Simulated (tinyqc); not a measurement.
Worked calculation: band edges of strained Si(1-x)Ge(x) on relaxed Si(1-y)Ge(y). Values are carried at full precision from step to step, so a last printed digit may differ when a step is redone from the rounded ones.

Values are linear in the Ge fraction but for ED(x) = linear - CD x (1 - x) and a(x) = linear - Ca x (1 - x). Energies are on the common scale of Ev.

Inputs chosen for the exercise (end members near Si and Ge, in this order; not measured data): a = (5.434, 5.654) angstrom (lattice constant); Dso = (0.044, 0.293) eV (spin-orbit splitting); av = (2.47, 1.24) eV (valence hydrostatic potential); b = (-2.11, -2.58) eV (tetragonal shear potential); d = (-4.8, -5.23) eV (trigonal shear potential); C11 = (164.9, 128.9) GPa; C12 = (64.5, 48.3) GPa; C44 = (80.1, 67.1) GPa; Ev = (0, 0.65) eV (top of the unstrained valence band); ED = (1.133, 0.938) eV (gap to the Delta valleys); EL = (2.001, 0.743) eV (gap to the L valleys); aD = (1.6, 1.36) eV (hydrostatic potential of the Delta gap); aL = (-2.95, -2.89) eV (hydrostatic potential of the L gap); XuD = (8.82, 9.41) eV (uniaxial potential, Delta); XuL = (15.62, 15.66) eV (uniaxial potential, L); CD = 0.218 eV (bowing of the Delta gap); Ca = 0.024 angstrom (bowing of the lattice constant); x = 0 (Ge fraction of the layer); y = 0.3 (Ge fraction of the relaxed buffer); face = 110 (growth face).

## Values of the layer and the buffer

Interpolate at x and at y.

Interpolated values (a in angstrom, C11, C12, C44 in GPa, all else in eV):
```
symbol     layer    buffer
a         5.4340    5.4950
Dso       0.0440    0.1187
av        2.4700    2.1010
b        -2.1100   -2.2510
d        -4.8000   -4.9290
C11     164.9000  154.1000
C12      64.5000   59.6400
C44      80.1000   76.2000
Ev        0.0000    0.1950
ED        1.1330    1.0287
EL        2.0010    1.6236
aD        1.6000    1.5280
aL       -2.9500   -2.9320
XuD       8.8200    8.9970
XuL      15.6200   15.6320
```

## Strain of the layer on a (110) buffer

Coherent growth on a (110) face: e_par = (a(y) - a(x))/a(x), e_perp = -(C11 + 3 C12 - 2 C44)/(C11 + C12 + 2 C44) e_par; exx = eyy = (e_par + e_perp)/2, ezz = e_par, exy = (e_perp - e_par)/2, eyz = ezx = 0.

Use the elastic constants of the layer.

e_par = 0.011218
e_perp = -0.005707

strain tensor in the cubic axes:
```
           x          y         z
x   0.002756  -0.008463  0.000000
y  -0.008463   0.002756  0.000000
z   0.000000   0.000000  0.011218
```

The layer is under tension in the plane; its volume changes by +1.673 %.

## Conduction valleys of the layer

A valley with unit axis u lies at Ev + gap + (av + a_valley) tr(e) + Xu (u.e.u - tr(e)/3); the Delta axes are x, y, z and the L axes [111], [1-1-1], [-11-1], [-1-11]. The second-order shift of the Delta valleys under shear is left out; it lowers the pair normal to the sheared plane by tens of meV at a shear of 1 %.

Give the hydrostatic shifts, the uniaxial shifts and the edges.

hydrostatic shifts of Delta and L (eV): 0.0681  -0.0080

uniaxial shifts (eV): Delta x -0.0249, Delta y -0.0249, Delta z 0.0498, L [111] -0.0881, L [1-1-1] 0.0881, L [-11-1] 0.0881, L [-1-11] -0.0881

valley edges (eV): Delta x 1.1762, Delta y 1.1762, Delta z 1.2508, L [111] 1.9048, L [1-1-1] 2.0811, L [-11-1] 2.0811, L [-1-11] 1.9048

The lowest set is Delta4 (the digit counts whole valleys) at 1.1762 eV; the Delta valleys spread over 75 meV and the L valleys over 176 meV.

## Valence edges of the layer

Valence edges: Ev plus the levels of the 6 x 6 matrix of X, Y, Z times spin with -Dso/3 + l exx + m (eyy + ezz) on the diagonal (cyclic), n exy off it, l = av + 2 b, m = av - b, n = sqrt(3) d. Spin-orbit term (Dso/3) L.sigma on X, Y, Z with (L_k)_ij = -i epsilon_kij: <X+|H|Y+> = -i Dso/3, <X+|H|Z-> = Dso/3, <Y+|H|Z-> = -i Dso/3, <Z+|H|X-> = -Dso/3, <Z+|H|Y-> = i Dso/3, <X-|H|Y-> = i Dso/3, and their conjugates; + and - are the spin along z.

Give the strain block and the three twofold edges.

strain block (eV), lower triangle:
```
        X       Y       Z
X  0.0592
Y  0.0704  0.0592
Z       0       0  0.0056
```

edges from the top (eV): 0.1178  -0.0008  -0.0370

The top two edges are split by 119 meV.

## Gap and offsets against the buffer

Buffer: Ev(y) and Ec = Ev(y) + min(ED, EL). dEc = Ec(buffer) - Ec(layer), dEv = Ev(layer) - Ev(buffer); positive values confine the carrier in the layer; type I if both have one sign.

gap of the strained layer = 1.0585 eV
gap of the buffer = 1.0287 eV
dEc = 0.0475 eV
dEv = -0.0772 eV

Type II: electrons collect in the layer (48 meV) and holes in the buffer (77 meV). The relaxed layer would have a gap of 1.133 eV, so strain has moved it by -75 meV. An offset this small is within the spread of published parameter sets, so the type is not settled by this model.

## Checks

- Mean of the three Delta edges against the hydrostatic shift alone (eV): both 1.20109.

(tinyqc, `OMP_NUM_THREADS=1 python tinyqc.py 1051137 1051138 out.jsonl`, Intel(R) Xeon(R) Processor @ 2.30GHz, 1 thread, shared host, about 0.02 s.)
